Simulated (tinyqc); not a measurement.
From results back to parameters: localisation in a chain with random site energies (transfer matrices). Five cases, with inputs chosen for the exercise.

Problem. In the localised range mean ln T = c - 2N/xi, xi being the localisation length in sites, and site energies spread evenly over a width W give xi = 24 (4t^2 - E^2)/W^2 for weak disorder. The two means come from a hidden xi.

Find: xi; W.

Method. The slope gives xi = 2 (N2 - N1)/(difference of the means), and W = sqrt(24 (4t^2 - E^2)/xi).

Case 1.

Values chosen: t = 1.03 eV (hopping); E = -0.93 eV (energy); N1 = 74 (first length); N2 = 184 (second length).

mean ln T: N1 -11.25464, N2 -27.19667

Solution.

xi = 13.8 sites
W = 2.42 eV

Case 2.

Values chosen: t = 0.85 eV (hopping); E = -1.3 eV (energy); N1 = 63 (first length); N2 = 279 (second length).

mean ln T: N1 -6.99485, N2 -29.26289

Solution.

xi = 19.4 sites
W = 1.22 eV

Case 3.

Values chosen: t = 0.81 eV (hopping); E = -0.33 eV (energy); N1 = 73 (first length); N2 = 201 (second length).

mean ln T: N1 -20.30778, N2 -55.86333

Solution.

xi = 7.2 sites
W = 2.90 eV

Case 4.

Values chosen: t = 0.75 eV (hopping); E = -0.3 eV (energy); N1 = 60 (first length); N2 = 229 (second length).

mean ln T: N1 -4.66213, N2 -16.86430

Solution.

xi = 27.7 sites
W = 1.37 eV

Case 5.

Values chosen: t = 1.51 eV (hopping); E = -1.43 eV (energy); N1 = 52 (first length); N2 = 245 (second length).

mean ln T: N1 -3.26596, N2 -13.53191

Solution.

xi = 37.6 sites
W = 2.13 eV

Computed by tinyqc, one run a case: `OMP_NUM_THREADS=1 python tinyqc.py N N+1 out.jsonl` with N = 1481225, 1481287, 1481459, 1481484, 1481516; one thread of a shared Intel(R) Xeon(R) Processor @ 2.30GHz, about 0.09 s a run at most.
